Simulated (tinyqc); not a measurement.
# Minority carriers and saturation current of a heavily doped emitter: two studies

n-type, parabolic bands, full ionisation. eta = (EF - Ec)/kB T solves N = Nc F12(eta), F12(x) = (2/sqrt(pi)) int_0^infinity sqrt(u)/(1 + exp(u - x)) du. The gap shrinks rigidly by dEg = E1 [ln(N/N0) + sqrt(ln^2(N/N0) + 0.5)], an empirical law that is here taken as the true narrowing.

Values chosen for this exercise; band and dielectric values close to those of silicon: temperature T = 300 K; band gap Eg = 1.13 eV; conduction-band density of states at 300 K Nc = 2.85e19 cm^-3; valence-band density of states at 300 K Nv = 2.67e19 cm^-3; ionised donor density N = 4.8e19 cm^-3; energy of the narrowing law E1 = 9.3 meV; density of the narrowing law N0 = 1.9e17 cm^-3; minority-hole mobility mup = 240 cm^2/(V s); Auger coefficient Cn = 2.9e-31 cm^6/s; defect lifetime ts = 5.6 us; emitter width W = 880 nm; recombination velocity at the contact S = 1.4e5 cm/s.

Constants: q = 1.602176634e-19 C, kB = 1.380649e-23 J/K, Vt = kB T/q. Results are converted to the units shown.

Each table varies one quantity; the others keep the values above.

## Effect of the doping

ni = sqrt(Nc Nv) exp(-Eg/(2 Vt)), Eg in volts; degeneracy factor g = F12(eta) exp(-eta); nie^2 = ni^2 exp(dEg/kB T) g, p0 = nie^2/N; apparent narrowing dEg + kB T ln g. 1/tau = Cn N^2 + 1/ts, D = mup Vt, L = sqrt(D tau); J0 = (q p0 D/L)(s + tanh(W/L))/(1 + s tanh(W/L)), s = S L/D; the share recombining inside is 1 - 1/[cosh(W/L)(1 + tanh(W/L)/s)]. The mobility is held fixed.

Effect of the doping:

| N (cm^-3) | apparent narrowing (meV) | p0 (cm^-3) | L (nm) | J0 (fA/cm^2) | share inside (%) |
|---|---|---|---|---|---|
| 6.4e17 | 24.16 | 314.7 | 4.568e4 | 2365 | 0.03724 |
| 1.5e18 | 39.04 | 238.8 | 2.732e4 | 1795 | 0.1040 |
| 3.7e18 | 54.81 | 178.2 | 1.223e4 | 1343 | 0.5173 |
| 8.9e18 | 69.31 | 129.8 | 5177 | 995.2 | 2.828 |
| 2.1e19 | 81.34 | 87.59 | 2201 | 732.8 | 14.06 |
| 5.1e19 | 88.47 | 47.51 | 906.8 | 574.9 | 51.48 |
| 1.2e20 | 83.83 | 16.87 | 385.4 | 434.6 | 90.51 |
| 3e20 | 51.89 | 1.963 | 154.2 | 126.5 | 99.83 |

The apparent narrowing goes from 24.2 through a maximum of 88.5 (at N = 5.1e19 cm^-3 among the rows listed) to 51.9 meV. p0 goes as N^(-0.32) between the first two rows and N^(-2.35) between the last two (-1 without narrowing or degeneracy), and J0 falls from 2360 to 127 fA/cm^2.

## Effect of the contact

Same model as above.

Results:

| S (cm/s) | J0 (fA/cm^2) | share inside (%) |
|---|---|---|
| 80 | 373.8 | 99.88 |
| 340 | 374.8 | 99.50 |
| 1500 | 379.1 | 97.84 |
| 6200 | 395.7 | 91.88 |
| 26000 | 450.6 | 75.23 |
| 1.1e5 | 562.2 | 51.43 |
| 4.8e5 | 661.5 | 37.00 |
| 8.8e6 | 711.6 | 31.25 |

Estimate the missing row, S = 2.1e6 cm/s.

Computed row:

| S (cm/s) | J0 (fA/cm^2) | share inside (%) |
|---|---|---|
| 2.1e6 | 701.1 | 32.39 |

With this row back in the table: J0 rises from 374 to 712 fA/cm^2, between the limits q p0 (D/L) tanh(W/L) = 373 and q p0 (D/L) coth(W/L) = 715; W/L = 0.91, so passivating the contact can gain at most a factor of 1.91.

Range of the model: Band tails, non-parabolic bands and incomplete ionisation are left out.

Computed by the program tinyqc: `OMP_NUM_THREADS=1 python tinyqc.py 2330105 2330106 out.jsonl`, one thread of a shared Intel Xeon 2.30GHz, about 0.01 s for the whole run.
